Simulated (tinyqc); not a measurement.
What each parameter does: BHZ model on a square lattice (one spin block).

h(k) = e0 + d.s with s the Pauli matrices in the basis (E, H), k in units of 1/a: dx = (A/a) sin kx, dy = (A/a) sin ky, dz = M - (2B/a^2)(2 - cos kx - cos ky), e0 = -(2D/a^2)(2 - cos kx - cos ky). The other spin block is h*(-k). For small k this is the continuum model with dz = M - B k^2.

Inputs chosen for the exercise (of the size used for HgTe wells; the results hold for these values, not for the real material): A = 3.39 eV angstrom; B = -72.6 eV angstrom^2; D = -52.5 eV angstrom^2; M = 0.0241 eV (mass term); a = 20 angstrom (grid spacing); k = (-0.33, 0.55) 1/a (wave vector).

Levels at k and dz there.

Results for these values:
```
case  lower (meV)  upper (meV)  dz (meV)
base      -89.664      195.416    97.220
```

What happens to each result for A = 3.729 eV angstrom, all else kept?

Answer: lower falls from -89.664 to -97.455; upper rises from 195.416 to 203.208; dz does not change at the printed digits.

The same for each parameter in turn:
```
case                      lower (meV)  upper (meV)  dz (meV)
base                          -89.664      195.416    97.220
A = 3.729 eV angstrom         -97.455      203.208    97.220
B = -79.86 eV angstrom^2      -94.748      200.501   104.532
D = -42 eV angstrom^2        -100.239      184.841    97.220
M = 0.0291 eV                 -93.120      198.873   102.220
a = 22 angstrom               -83.287      170.685    84.530
```

D shifts both levels alike and leaves the states, so it cannot change the topology while the gap stays open.

tinyqc: `OMP_NUM_THREADS=1 python tinyqc.py 1452181 1452182 out.jsonl`; about 0.1 s, one thread, shared Intel(R) Xeon(R) Processor @ 2.30GHz.
